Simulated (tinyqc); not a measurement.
# Tunnelling through a gate dielectric, WKB transmission and Tsu-Esaki current: current against voltage

Electrons leave the emitter at x = 0. Energies E (motion across the layers) are in eV from the emitter Fermi level; the collector Fermi level lies at -V and offers states at every E. No charge in the dielectric and no image force: F1 = V/t1, U = phi1 - F1 x. With C = hbar^2/(2 m0), kappa = sqrt(m (U - E)/C) where U > E and 0 elsewhere; T(E) = exp(-S), S = 2 times the integral of kappa over x.

Each layer adds (2/F) sqrt(m/C) [G(u at its left edge) - G(u at its right edge)] to S, with u = U - E (0 where negative) and G(u) = (2/3) u^1.5. J = J0 times the integral of T(E) N(E) dE, N = ln[(1 + exp(-E/Vt))/(1 + exp((-E - V)/Vt))], J0 = q^2 me m0 kB T/(2 pi^2 hbar^3) (times 1e-4 for A/cm^2 per eV), from E = -Ef to far above the barrier (T = 1 there), by quadrature converged to the digits shown.

Values chosen for this exercise; dielectric values close to those of silicon dioxide:

| symbol | value | unit | meaning |
|---|---|---|---|
| T | 300 | K | temperature |
| Ef | 0.39 | eV | Fermi energy of the emitter above its band bottom |
| me | 0.64 | m0 | emitter mass in the supply function |
| phi1 | 3.02 | eV | barrier of layer 1 above the emitter Fermi level at zero bias |
| m1 | 0.49 | m0 | tunnelling mass of layer 1 |
| t1 | 2.5 | nm | thickness of layer 1 |

Constants: q = 1.602176634e-19 C, kB = 1.380649e-23 J/K, hbar = 1.054571817e-34 J s, m0 = 9.1093837015e-31 kg, Vt = kB T/q, hbar^2/(2 m0) = 0.0380998212 eV nm^2. Results are converted to the units shown.

Results:

| V (V) | S at E = 0 | T(E = 0) | J (A/cm^2) | mean E of the current (eV) |
|---|---|---|---|---|
| 0.2 | 30.64 | 4.938e-14 | 1.012e-5 | -0.1825 |
| 0.65 | 29.42 | 1.674e-13 | 3.934e-5 | -0.2000 |
| 1.55 | 26.73 | 2.462e-12 | 5.185e-4 | -0.1937 |
| 2 | 25.21 | 1.124e-11 | 0.002192 | -0.1891 |
| 2.45 | 23.51 | 6.179e-11 | 0.01082 | -0.1826 |
| 2.9 | 21.46 | 4.776e-10 | 0.06930 | -0.1709 |
| 3.35 | 18.73 | 7.357e-9 | 0.8409 | -0.1501 |
| 3.8 | 16.51 | 6.759e-8 | 9.195 | -0.1630 |

Estimate the missing row, V = 1.1 V.

Computed row:

| V (V) | S at E = 0 | T(E = 0) | J (A/cm^2) | mean E of the current (eV) |
|---|---|---|---|---|
| 1.1 | 28.12 | 6.119e-13 | 1.369e-4 | -0.1972 |

With this row back in the table: J rises from 1.01e-5 to 9.20 A/cm^2, by 1.31 decades a volt between the first two rows and 2.31 between the last two. From V = 3.35 V on (among the rows) a band edge falls below the emitter Fermi level, so electrons at E = 0 no longer cross the full thickness. In 3 of the 9 rows the field exceeds 10 MV/cm (up to 15.2), more than most dielectrics sustain; the model ignores breakdown.

tinyqc, about 0.04 s, one thread, Intel Xeon 2.30GHz (shared host): `OMP_NUM_THREADS=1 python tinyqc.py 2540131 2540132 out.jsonl`
